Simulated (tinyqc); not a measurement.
Worked calculation: UHF in the sto-6g basis, for Be+, spin multiplicity 2. This run ends on a higher stationary point, not on the lowest solution. Computed by tinyqc, a small Python program that keeps every step (integrals from PySCF). Settings: charge = 1, multiplicity = 2, basis = sto-6g, energy threshold = 1e-09, iteration cap = 73, orthogonalisation = symmetric, start = random, DIIS depth = 4, DIIS from iteration = 2, shift = 0.2, method = UHF. Command: `OMP_NUM_THREADS=1 python tinyqc.py 26756 26757 out.jsonl` (the two numbers bound the seeds that draw the settings). One thread of a shared host (Intel(R) Xeon(R) Processor @ 2.60GHz), about 0.06 s of CPU time with the checks.

Geometry (angstrom):
```
atom         x         y         z
Be    0.000000  0.000000  0.000000
```

Stop when the energy changes by less than 1e-09 hartree and every element of the error matrix X^T (F D S - S D F) X (for each spin) is below 9e-06.

Course of the cycle:
```
iteration   E (hartree)     change  largest element of the error matrix
1           -7.60537129          -                             2.38e+00
2          -14.08541831  -6.48e+00                             2.23e-01
3          -14.10937806  -2.40e-02                             3.21e-02
4          -14.11164780  -2.27e-03                             1.91e-02
5          -14.10926213   2.39e-03                             1.12e-02
6          -14.10841654   8.46e-04                             6.22e-03
7          -14.10814882   2.68e-04                             3.27e-03
8          -14.10807426   7.46e-05                             1.70e-03
9          -14.10805417   2.01e-05                             8.88e-04
10         -14.10804878   5.39e-06                             4.72e-04
11         -14.10804725   1.53e-06                             2.50e-04
12         -14.10804681   4.32e-07                             1.31e-04
13         -14.10804670   1.19e-07                             6.90e-05
14         -14.10804666   3.29e-08                             3.62e-05
15         -14.10804665   9.07e-09                             1.90e-05
16         -14.10804665   2.50e-09                             1.00e-05
17         -14.10804665   6.91e-10                             5.26e-06
```

Can the last value be used, and what does the course show?

No, though the log alone does not show it. Converged in 17 iterations. But the solution lies 0.14322 hartree above the reference: it is another stationary point, not the lowest one. Reruns (cap 100 unless said): DIIS 8: converged in 7 to a higher stationary point; damping 0.5: not converged; level shift 0.5: converged in 73; atomic densities as start, DIIS 8: converged in 5. PySCF UHF in the same basis, after a stability check = -14.25126487 hartree.
